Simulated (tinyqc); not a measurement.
# Inputs raised by 10 %, one at a time

Model: Koster-Slater impurity in a tight-binding band, by Green functions and by supercells. Computed by tinyqc, a small Python program. Command: `OMP_NUM_THREADS=1 python tinyqc.py 3016002 3016003 out.jsonl kosterslater sens`. One thread of a shared host (Intel(R) Xeon(R) Processor @ 2.30GHz), about 0.2 s of CPU time with the checks.

One orbital per site, e(k) = -2 t sum cos(k_i) over 3 direction(s), band from -6 t to 6 t, lattice constant 1. One site has the extra energy U. Spin is left out.

Inputs (values chosen for the exercise, for a model band):

| quantity | value | unit |
|---|---|---|
| hopping t | 1.1 | eV |
| impurity potential U | -4.94 | eV |
| supercell edge N | 3 | sites |
| energy inside the band E | 2.32 | eV |
| broadening eta | 0.17 | eV |
| impurity concentration c | 0.0003 | per site |

Lattice: simple cubic.

Constants: hbar = 6.582119569e-16 eV s.

Method:
- Outside the band G0(E) = (1/pi) int_0^pi dk (2/(pi z)) K(16 t^2/z^2), z = E + 2 t cos k, K the complete elliptic integral with parameter m; 200 Gauss-Legendre points.
- A bound state solves 1/U = G0(E).
- Bisection in ln(distance from the edge) between 1e-5 t and |U| + t. Weight on the impurity site: -1/(U^2 dG0/dE), by a central difference with step min(1e-4 t, distance/30). Decay length along an axis: 1/arccosh(1 + distance/(2 t)).
- Inside the band G0(z), z = E + i eta, comes from the chain form 1/(sqrt(y - 2t) sqrt(y + 2t)) (principal roots) at y = z + 2 t cos k + 2 t cos k', averaged over k and k' in (0, pi) with 200 Gauss-Legendre points each.
- T = U/(1 - U G0); phase shift delta = -arg(1 - U G0) in (-pi, pi]; host density of states -Im G0/pi; on the impurity -Im[G0/(1 - U G0)]/pi; lifetime of a band state hbar/(-2 c Im T).
- In a periodic cell of N sites along each direction with Bloch vector K, the level solves 1/U = N^-d sum_k 1/(E - e(k)), k_i = (2 pi m_i + K_i)/N, m_i = 0..N-1; the outermost root on the side of U is taken (bisection). d is the number of directions. Gamma means K_i = 0, the zone corner K_i = pi, the quarter point K_i = pi/2.
- The error is measured against the isolated level E_b.

Runs:

| input moved | from | to | distance from the band edge (eV) | decay length (sites) | width between Gamma and the corner (eV) | scattering lifetime (fs) |
|---|---|---|---|---|---|---|
| base run | - | - | 0.14543 | 2.765 | 1.0974 | 1033.2 |
| hopping t (eV) | 1.1 | 1.21 | 0.01129 | 10.356 | 1.4382 | 893.6 |
| impurity potential U (eV) | -4.94 | -5.434 | 0.40122 | 1.680 | 0.8951 | 979.8 |
| impurity concentration c (per site) | 0.0003 | 0.00033 | 0.14543 | 2.765 | 1.0974 | 939.2 |
| energy inside the band E (eV) | 2.32 | 2.552 | 0.14543 | 2.765 | 1.0974 | 1115.4 |
| broadening eta (eV) | 0.17 | 0.187 | 0.14543 | 2.765 | 1.0974 | 1025.1 |

Exponents ln(y'/y) / ln(x'/x):

| input | distance from the band edge | decay length | width between Gamma and the corner | scattering lifetime |
|---|---|---|---|---|
| hopping t | -26.814 | 13.854 | 2.838 | -1.523 |
| impurity potential U | 10.648 | -5.227 | -2.138 | -0.557 |
| impurity concentration c | 0.000 | 0.000 | 0.000 | -1.000 |
| energy inside the band E | 0.000 | 0.000 | 0.000 | 0.804 |
| broadening eta | 0.000 | 0.000 | 0.000 | -0.082 |

Which inputs matter most for each result?

Among the inputs moved here: distance from the band edge answers most in size to hopping t (exponent -26.814), next to impurity potential U (+10.648); its exponent is below 0.0005 for impurity concentration c, energy inside the band E, broadening eta. Decay length answers most in size to hopping t (exponent +13.854), next to impurity potential U (-5.227); its exponent is below 0.0005 for impurity concentration c, energy inside the band E, broadening eta. Width between Gamma and the corner answers most in size to hopping t (exponent +2.838), next to impurity potential U (-2.138); its exponent is below 0.0005 for impurity concentration c, energy inside the band E, broadening eta. Scattering lifetime answers most in size to hopping t (exponent -1.523), next to impurity concentration c (-1.000). Its exponent -1.000 in impurity concentration c: independent scatterers.
